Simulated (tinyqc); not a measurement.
Floating body of a partially depleted SOI transistor: body voltage and kink: one step of the calculation.

Source at 0 V. Channel current Ic = 2 nf K Vt^2 [F(0) - F(Vd)](1 + la Vd), F(V) = ln^2(1 + exp((Vg - VT - nf V)/(2 nf Vt))), VT = VT0 - gb Vb. Saturation voltage Vs = 2 Vt sqrt(F(0)) + 3 Vt, excess Ve = (Vd - Vs + sqrt((Vd - Vs)^2 + 0.0004 V^2))/2, multiplication M1 = Ai Ve exp(-Bl/Ve). Each junction passes D(v) = J1 (exp(v/Vt) - 1) + J2 (exp(v/(2 Vt)) - 1). Bipolar current Ib = bb J1 (exp(Vb/Vt) - 1). The body settles where M1 (Ic + Ib) = D(Vb) + D(Vb - Vd) + Vb/Rb; drain current Id = (1 + M1)(Ic + Ib) - D(Vb - Vd).

Problem. New Vb. Current into the body I_in = M1 (Ic + Ib) - D(Vb - Vd), current out I_out = D(Vb) + Vb/Rb; f = ln(I_in/I_out), s = df/dVb by central differences over 1e-5 V, Vb(new) = Vb - f/s.

Parameters, values chosen for the exercise; values of the order met in partially depleted silicon-on-insulator transistors: temperature T = 300 K; threshold at zero body voltage VT0 = 0.43 V; fall of the threshold per volt of body voltage gb = 0.18; slope factor nf = 1.27; gain factor per width K = 240 uA/(V^2 um); channel-length modulation factor la = 0.09 1/V; impact-ionisation prefactor Ai = 3.88 1/V; impact-ionisation voltage Bl = 6.4 V; diffusion saturation current of each junction J1 = 6.5e-12 uA/um; recombination saturation current of each junction J2 = 2e-8 uA/um; gain of the lateral bipolar transistor on the diffusion current bb = 0; resistance of a weak body tie to the source (1e9 stands for no tie, and the term is then dropped) Rb = 1e9 kohm um; gate voltage Vg = 0.36 V; drain voltage Vd = 2.3 V.

Constants: q = 1.602176634e-19 C, kB = 1.380649e-23 J/K, Vt = kB T/q. Results are converted to the units shown.

Vb at the start = 0.69 V

Wanted: Ic; Ve; M1; I_in; I_out; f; s; Vb after iteration 1.

Solution.

Ic = 0.69485 uA/um
Ve = 2.1610 V
M1 = 0.43382
I_in = 0.30144 uA/um
I_out = 2.5500 uA/um
f = -2.1353
s = -35.560 1/V
Vb after iteration 1 = 0.62995 V

Range of the model: The multiplication law is an empirical form chosen for the exercise; self-heating and capacitive coupling to the body are left out, and the linear laws are rough once Vb passes about 0.7 V or M1 about 0.1.

Program tinyqc, `OMP_NUM_THREADS=1 python tinyqc.py 2182182 2182183 out.jsonl`; Intel Xeon 2.30GHz, shared host, one thread, about 0.2 s.
